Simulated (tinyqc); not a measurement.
# Resistance of a source-drain extension with a graded tip: effects of single changes

y runs along the channel, the gate covers y > 0. The doping is N0 for y < y0 and N0 10^(-(y - y0)/la) beyond, uniform over the depth xj. Sheet conductance s(y) = q mu(N) max(N - Nch, 0) xj + (for y > 0) ma Cox Vo, with mu(N) = u0 + (u1 - u0)/(1 + (N/Nr)^au) and Cox = eps0 eox/tox. Current is taken as one-dimensional; depletion of the tip, spreading and the contact are left out. The metallurgical junction lies at yj, where N = Nch.

Values chosen for this exercise; mobility law close to that of electrons in silicon:
- eox = 8.87 (relative permittivity of the gate insulator (close to aluminium oxide))
- tox = 8.6 nm (insulator thickness)
- N0 = 2.9e20 cm^-3 (active doping of the extension far from the gate)
- la = 5.9 nm/decade (lateral abruptness)
- y0 = -0.6 nm (position under the gate where the fall begins (gate edge at 0))
- xj = 17 nm (depth of the extension)
- Nch = 1.3e18 cm^-3 (channel doping)
- Ls = 10 nm (spacer length)
- Vo = 0.39 V (gate overdrive)
- ma = 110 cm^2/(V s) (mobility of the gate-induced layer)
- u1 = 1414 cm^2/(V s) (mobility at low doping)
- u0 = 68.5 cm^2/(V s) (mobility at high doping)
- Nr = 9.2e16 cm^-3 (reference doping)
- au = 0.711 (exponent)
- Lg = 50 nm (gate length)

Constants: q = 1.602176634e-19 C, eps0 = 8.8541878128e-14 F/cm where lengths are in cm. Results are converted to the units shown.

Each table varies one quantity; the others keep the values above.

## Abruptness at a fixed junction position

R_spacer = integral of dy/s from -Ls to 0, R_ov from 0 to yj, R_channel = (Lg - 2 yj)/(ma Cox Vo), R_total = 2 R_spacer + 2 R_ov + R_channel. Electrical length L_eff = ma Cox dR_total/d(1/Vo); R_series = R_total - L_eff/(ma Cox Vo). y0 is moved with la so that yj stays at 13.256 nm.

The same in every row: yj (nm) = 13.26; R_channel (ohm um) = 599.5.

Abruptness at a fixed junction position:
```
la (nm/decade),R_spacer (ohm um),R_ov (ohm um),R_total (ohm um),L_eff (nm),R_series (ohm um)
1,1.745,11.43,625.9,23.79,18.53
2.2,1.745,22.39,647.8,24.16,31.09
3.3,1.745,32.44,667.9,24.50,42.61
4.5,1.745,43.39,689.8,24.86,55.17
5.6,1.745,53.44,709.9,25.20,66.69
6.8,2.029,64.12,731.8,25.57,79.28
7.9,2.914,73.31,752.0,25.90,90.90
9.1,4.638,82.61,774.0,26.26,103.7
```

What does the table show?

As la goes from 1 to 9.1 nm/decade, R_total rises from 626 to 774 ohm um, R_spacer rises from 1.75 to 4.64 ohm um and R_ov rises from 11.4 to 82.6 ohm um. R_total changes on average by 18.3 ohm um for each nm/decade. L_eff exceeds the metallurgical length by 0.307 nm in the first row and 2.77 nm in the last, since the gate also controls the lightly doped tips.

## Effect of the active doping of the extension far from the gate

Same model as above.

Results:
```
N0 (cm^-3),yj (nm),R_spacer (ohm um),R_ov (ohm um),R_channel (ohm um),R_total (ohm um),L_eff (nm),R_series (ohm um)
2e19,6.404,20.33,49.99,949.3,1090,38.97,95.24
3.1e19,7.527,13.88,52.13,892.0,1024,36.74,86.30
4.7e19,8.593,9.596,53.56,837.6,963.9,34.61,80.44
7.2e19,9.686,6.521,54.59,781.8,904.0,32.43,76.26
1.7e20,11.89,2.928,55.78,669.4,786.8,28.03,71.41
2.6e20,12.98,1.952,56.10,613.8,729.9,25.85,70.10
4e20,14.08,1.289,56.32,557.5,672.7,23.64,69.20
```

Estimate the missing row, N0 = 1.1e20 cm^-3.

Computed row:
```
N0 (cm^-3),yj (nm),R_spacer (ohm um),R_ov (ohm um),R_channel (ohm um),R_total (ohm um),L_eff (nm),R_series (ohm um)
1.1e20,10.77,4.408,55.29,726.3,845.7,30.26,73.41
```

With this row back in the table: As N0 goes from 2e19 to 4e20, R_total falls from 1090 to 673 ohm um, L_eff falls from 39.0 to 23.6 nm and R_series falls from 95.2 to 69.2 ohm um.

Program tinyqc, `OMP_NUM_THREADS=1 python tinyqc.py 2282106 2282107 out.jsonl`; Intel Xeon 2.30GHz, shared host, one thread, about 0.06 s.
